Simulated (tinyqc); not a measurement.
Permittivity and interface capacitance from two thicknesses.

Inverse problem. 1/C = t/(eps0 ek) + 2/ci for planar capacitors that differ only in thickness. Find ek, ci and the EOT of the interfaces, 2 x 3.9 eps0/ci.

Constants: eps0 = 8.8541878128e-14 F/cm where lengths are in cm. Results are converted to the units shown.

C at t = 5.2 and 15 nm (uF/cm^2): 3.4656757  1.2447961

Answer. 1/C is a straight line in t: the slope gives ek and the intercept 2/ci. A single thickness would give only the effective permittivity; when the interfaces are a small part of 1/C, ci needs very accurate data.

ek = 21.5
ci = 130 uF/cm^2
EOT of the interfaces = 0.0531 nm

tinyqc, about 0.01 s, one thread, Intel Xeon 2.30GHz (shared host): `OMP_NUM_THREADS=1 python tinyqc.py 2102201 2102202 out.jsonl`
